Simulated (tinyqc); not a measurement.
Orbital energy against energy difference: ionisation energy by orbital energies and by energy differences in the cc-pvdz basis, for BeH2, spin multiplicity 1. Computed by the program tinyqc with PySCF. Command: `OMP_NUM_THREADS=1 python tinyqc.py 111466 111467 out.jsonl`; one thread of a shared host (Intel(R) Xeon(R) Processor @ 2.60GHz), about 10 s.

Geometry (angstrom):
```
atom,x,y,z
Be,0.0000,0.0000,0.0000
H,0.0000,1.2580,0.0000
H,0.0000,-1.3370,0.0000
```

CCSD(T) difference in the same basis = 12.0133 eV

IP-EOM-CCSD = 12.0445 eV

The cation is unrestricted; errors are against CCSD(T) in this basis, not against experiment.

First vertical ionisation energy (eV):
```
method,-e(HOMO),E(cation) - E,error of -e(HOMO),error of the difference
HF,12.2395,11.313619,0.2262,-0.6997
LDA,7.4592,11.678894,-4.5540,-0.3344
PBE,7.4754,11.702547,-4.5379,-0.3107
B3LYP,8.6571,11.945574,-3.3562,-0.0677
PBE0,8.8378,11.877474,-3.1755,-0.1358
CAM-B3LYP,10.3424,12.041759,-1.6708,0.0285
LC-wPBE,11.8005,12.184323,-0.2128,0.1710
```

Koopmans errs by +0.23 eV and Delta-HF by -0.70 eV: relaxation, 0.93 eV, lowers the value and the missing correlation difference works against it. The PBE level is off by -4.5 eV through the wrong tail of its potential, though its energy difference is off by -0.31 eV; exact exchange deepens the level, and among the orbital energies LC-wPBE comes closest; among the differences CAM-B3LYP does.
